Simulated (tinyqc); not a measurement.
Sharing a fixed EOT between the layers.

Without charge in the stack, a voltage of 0.6 V over an EOT of 0.82 nm gives F1 = (V/EOT)(3.9/e1) and F2 = F1 e1/e2; t2 = e2 (EOT/3.9 - t1/e1).

Values chosen for this exercise: relative permittivity of layer 1 e1 = 3.93; relative permittivity of layer 2 e2 = 21.4.

Sharing a fixed EOT between the layers:
```
t1 (nm)	t2 (nm)	physical thickness (nm)	drop over layer 1 (V)	drop over layer 2 (V)
0	4.499	4.499	0	0.6000
0.1	3.955	4.055	0.07261	0.5274
0.2	3.410	3.610	0.1452	0.4548
0.3	2.866	3.166	0.2178	0.3822
0.4	2.321	2.721	0.2904	0.3096
0.5	1.777	2.277	0.3631	0.2369
0.6	1.232	1.832	0.4357	0.1643
0.7	0.6878	1.388	0.5083	0.09171
```

Each 0.1 nm of layer 1 costs 0.545 nm of layer 2, so the physical thickness falls from 4.50 to 1.39 nm. The fields do not change, 7.26 MV/cm in layer 1 and 1.33 MV/cm in layer 2, and layer 1 takes half of the voltage at t1 = 0.413 nm.

Program tinyqc, `OMP_NUM_THREADS=1 python tinyqc.py 2010038 2010039 out.jsonl`; Intel Xeon 2.30GHz, shared host, one thread, about 0.01 s.
